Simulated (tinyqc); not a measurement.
Rayleigh-quotient iteration on a symmetric matrix, step by step. Computed by tinyqc, a small Python program that keeps every step. Settings: method = rayleigh, shift = 0.09. Command: `OMP_NUM_THREADS=1 python tinyqc.py 28194 28195 out.jsonl` (the two numbers bound the seeds that draw the settings). One thread of a shared host (Intel(R) Xeon(R) Processor @ 2.60GHz), about 0.01 s of CPU time with the checks.

## Step 1

A, lower triangle:
```
           1          2          3          4          5         6
1   0.052000
2   0.019000   0.185000
3   0.096000   0.032000   0.398000
4   0.063000  -0.096000   0.106000   0.492000
5   0.251000   0.002000   0.073000  -0.050000   0.803000
6  -0.012000  -0.160000  -0.189000  -0.003000  -0.031000  0.994000
```

vector v at the start: 0.408248  0.408248  0.408248  0.408248  0.408248  0.408248

shift = 0.090000

solve (A - shift) w = v; v' = w/|w| with its largest component positive (the first on a tie); lambda = v'^T A v'; the next shift is lambda.

vector after step 1: 0.143142  0.926204  -0.022702  0.286065  0.021484  0.197093

Rayleigh quotient after step 1 = 0.138134

## Step 2

As before.

vector after step 2: 0.153285  0.924027  -0.177959  0.269732  -0.014802  0.134290

Rayleigh quotient after step 2 = 0.130809

## Course of the iteration

Stop when the residual |A v - lambda v| is below 1e-9.

Steps:

| step | lambda | residual |
|---|---|---|
| 1 | 0.13813402 | 5.88e-02 |
| 2 | 0.13080873 | 1.28e-03 |
| 3 | 0.13080210 | 4.46e-08 |
| 4 | 0.13080210 | 3.91e-17 |

all eigenvalues, for comparison: -0.046581  0.130802  0.288825  0.578534  0.876201  1.096219

Converged in 4 steps.
